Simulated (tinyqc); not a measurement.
# One-sided p+-n junction, ionisation integral and breakdown: effect of the drift doping

A p+ layer at x < 0 and an n drift layer from x = 0. Depletion approximation, built-in voltage neglected. Local ionisation coefficients alpha_n = an exp(-(bn/E)^mx), alpha_p = ap exp(-(bp/E)^mx). Electrons move towards +x, holes towards x = 0.

W = sqrt(2 eps0 eps_r V/(q N)), peak field E0 = q N W/(eps0 eps_r), falling linearly to 0 at W. G(x) = integral from 0 to x of (alpha_n - alpha_p); I_n = integral of alpha_n exp(-G) (electrons injected at x = 0), I_p = integral of alpha_p exp(G(end) - G) (holes injected at the far edge); M = 1/(1 - I). Integrals on a fine grid; BV is where I_n = 1. Specific on-resistance Ron = W/(q mu N) with constant mobility and full ionisation.

Inputs (values chosen for the exercise); material values close to those of gallium nitride:
```
symbol   value        unit                                           meaning
eps_r     9.44                                         relative permittivity
an      2.71e8        1/cm  prefactor of the electron ionisation coefficient
bn      3.23e7        V/cm                      field constant for electrons
ap      1.25e8        1/cm      prefactor of the hole ionisation coefficient
bp      2.08e7        V/cm                          field constant for holes
mx           1                                                      exponent
mu         997  cm^2/(V s)              electron mobility of the drift layer
```

Constants: q = 1.602176634e-19 C, eps0 = 8.8541878128e-14 F/cm where lengths are in cm. Results are converted to the units shown.

Effect of the drift doping:

| N (cm^-3) | BV (V) | E0 at BV (kV/cm) | W at BV (um) | Ron (mohm cm^2) | BV^2/Ron (MW/cm^2) | eps0 eps_r mu E0^3/4 (MW/cm^2) |
|---|---|---|---|---|---|---|
| 5e14 | 2.06e4 | 1.99e3 | 207 | 260 | 1.64e3 | 1.64e3 |
| 9.6e14 | 1.19e4 | 2.09e3 | 114 | 74.0 | 1.90e3 | 1.90e3 |
| 1.8e15 | 6.99e3 | 2.20e3 | 63.7 | 22.1 | 2.21e3 | 2.21e3 |
| 3.5e15 | 4.01e3 | 2.32e3 | 34.6 | 6.19 | 2.60e3 | 2.60e3 |
| 6.8e15 | 2.32e3 | 2.46e3 | 18.9 | 1.74 | 3.09e3 | 3.09e3 |
| 1.3e16 | 1.36e3 | 2.61e3 | 10.5 | 0.504 | 3.69e3 | 3.69e3 |
| 2.5e16 | 801 | 2.77e3 | 5.78 | 0.145 | 4.44e3 | 4.44e3 |
| 4.8e16 | 475 | 2.96e3 | 3.21 | 0.0419 | 5.38e3 | 5.38e3 |

What does the table show?

BV falls from 20600 to 475 V while the critical field rises from 1990 to 2960 kV/cm. BV goes as N^(-0.85) between the first two rows and N^(-0.80) between the last two (a coefficient proportional to E^7 gives -0.75 without punch-through). Ron goes as BV^(2.32) over the table; the last two columns agree since BV = E0 W/2 and N = eps0 eps_r E0/(q W).

tinyqc, about 0.07 s, one thread, Intel Xeon 2.30GHz (shared host): `OMP_NUM_THREADS=1 python tinyqc.py 2120068 2120069 out.jsonl`
